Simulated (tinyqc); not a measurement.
A barrier in a uniform field, exact transmission by Airy functions: one step of the calculation.

The left lead has its band edge at 0, the barrier edge falls as U(x) = U0 - F x with F = V/d for 0 < x < d, and the right lead has its edge at -V. No transverse momentum; C = hbar^2/(2 m0); psi and psi'/m are continuous. M carries (psi, psi'/m) across the barrier.

Question. Transfer matrix. With a = Ai, a' = Ai', b = Bi, b' = Bi' at z1 (left edge) and z2 (right edge): M11 = pi (a2 b1' - b2 a1'), M12 = (pi/s)(b2 a1 - a2 b1), M21 = pi s (a2' b1' - b2' a1'), M22 = pi (b2' a1 - a2' b1).

Airy functions:

|  | Ai | Ai' | Bi | Bi' |
|---|---|---|---|---|
| z1 | 7.1692768e-9 | -2.1281540e-8 | 7.5522285e6 | 2.1980855e7 |
| z2 | 4.0153298e-6 | -1.0277948e-5 | 15727.545 | 39016.222 |

s = -4.5076605 1/nm

Find: M (M12 in nm, M21 in 1/nm).

Answer.

M (M12 in nm, M21 in 1/nm):

|  | 1 | 2 |
|---|---|---|
| 1 | 277.28 | 21.135 |
| 2 | 3199.3 | 243.86 |

Range of the model: Masses are held fixed, although real bands cease to be parabolic a few tenths of an eV from their edges.

Computed by the program tinyqc: `OMP_NUM_THREADS=1 python tinyqc.py 2580046 2580047 out.jsonl`, one thread of a shared Intel Xeon 2.30GHz, about 0.01 s for the whole run.
